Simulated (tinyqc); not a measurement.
# Insulator thickness and V0 from two charges

Question. In an undoped wire Vg - V0 = Q/Cox + Vt ln(Q/Q0) + Vt ln(1 + Q/Q0) at the source, with Q0 = 4 eps0 eps_r Vt/R and Cox = eps0 eox/(R ln(1 + tox/R)). Find Cox, tox and V0.

Inputs (values chosen for the exercise); material values close to those of silicon:
- T = 293 K (temperature)
- eps_r = 11.9 (relative permittivity of the semiconductor)
- eox = 26.1 (relative permittivity of the gate insulator)
- R = 4 nm (wire radius)

Constants: q = 1.602176634e-19 C, kB = 1.380649e-23 J/K, Vt = kB T/q, eps0 = 8.8541878128e-14 F/cm where lengths are in cm. Results are converted to the units shown.

Qs at Vg = 1.06 and 1.46 V (nC/cm^2): [1320.6498, 3461.6823]

Answer. The two equations are linear in 1/Cox and V0; tox follows by inverting the logarithm.

Cox = 6.046 uF/cm^2
tox = 6.400 nm
V0 = 0.7560 V

Computed by the program tinyqc: `OMP_NUM_THREADS=1 python tinyqc.py 2460153 2460154 out.jsonl`, one thread of a shared Intel Xeon 2.30GHz, about 0.04 s for the whole run.
